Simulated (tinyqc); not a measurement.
Inside a calculation. Model: free and trapped electrons in a MOS channel with a dense trap tail.

Numbers from tinyqc (`OMP_NUM_THREADS=1 python tinyqc.py 2222187 2222188 out.jsonl`; about 0.02 s on one thread of a shared Intel Xeon 2.30GHz). Printed values are rounded.

p-type body, charge-sheet picture, full ionisation (an idealisation for deep acceptors), Boltzmann statistics for free electrons. e = Ec - EF at the surface. Acceptor-like traps of density D(E) = D0 + De exp(-E/Ew) at depth E below Ec, from 0 to Eu, hold n_t = integral of D(E)/(1 + exp((e - E)/Vt)). psi = Eg - Vt ln(Nv/Na) - e; N_dep = sqrt(2 eps0 eps_r Na (psi - Vt)/q); n_f = sqrt(N_dep^2 + 2 eps0 eps_r Vt Nc exp(-e/Vt)/q) - N_dep; Vg = Vfb + psi + q (N_dep + n_t + n_f)/Cox, Cox = eps0 eox/tox.

Values chosen for this exercise; band and dielectric values close to those of 4H silicon carbide:

| symbol | value | unit | meaning |
|---|---|---|---|
| T | 300 | K | temperature |
| Eg | 3.24 | eV | band gap |
| eps_r | 9.6 |  | relative permittivity |
| Nc | 1.67e19 | cm^-3 | conduction-band density of states at T |
| Nv | 2.51e19 | cm^-3 | valence-band density of states at T |
| eox | 3.9 |  | relative permittivity of the insulator |
| tox | 27 | nm | insulator thickness |
| Na | 1.7e17 | cm^-3 | acceptor density |
| Vfb | -2.56 | V | flat-band voltage without trapped charge |
| D0 | 1.4e11 | cm^-2 eV^-1 | constant background density of acceptor-like traps |
| De | 6.8e12 | cm^-2 eV^-1 | density of the tail at the conduction edge |
| Ew | 0.14 | eV | decay energy of the tail |
| Eu | 0.71 | eV | depth below Ec down to which the traps reach |
| mf | 150 | cm^2/(V s) | mobility of free electrons |
| e | 0.099 | eV | Ec - EF at the surface |

Constants: q = 1.602176634e-19 C, kB = 1.380649e-23 J/K, Vt = kB T/q, eps0 = 8.8541878128e-14 F/cm where lengths are in cm. Results are converted to the units shown.

## Trapped charge

Trapezoid rule on 13 equal steps from 0 to Eu, f = 1/(1 + exp((e - E)/Vt)).

E, point 0 to 13 (eV): [0, 0.0546154, 0.109231, 0.163846, 0.218462, 0.273077, 0.327692, 0.382308, 0.436923, 0.491538, 0.546154, 0.600769, 0.655385, 0.71]
D(E) f, point 0 to 13 (cm^-2 eV^-1): [1.47537e11, 7.22310e11, 1.94628e12, 2.08045e12, 1.55301e12, 1.10562e12, 7.94482e11, 5.83140e11, 4.40004e11, 3.43098e11, 2.77494e11, 2.33081e11, 2.03014e11, 1.82659e11]
n_t = 5.70571e11 cm^-2

With 1600 steps n_t = 5.716e11 cm^-2; the coarse value is 0.19 % below it.

## Charges and gate voltage

psi, N_dep, n_f and Vg as defined, with the n_t given; free share n_f/(n_f + n_t); apparent mobility mf n_f/(n_f + n_t); gate voltage spent on traps q n_t/Cox.

psi = 3.01187 V
N_dep = 2.32082e12 cm^-2
n_f = 2.13383e10 cm^-2
Vg = 4.10076 V
free share = 3.60500 %
apparent mobility = 5.40750 cm^2/(V s)
gate voltage spent on traps = 0.714777 V
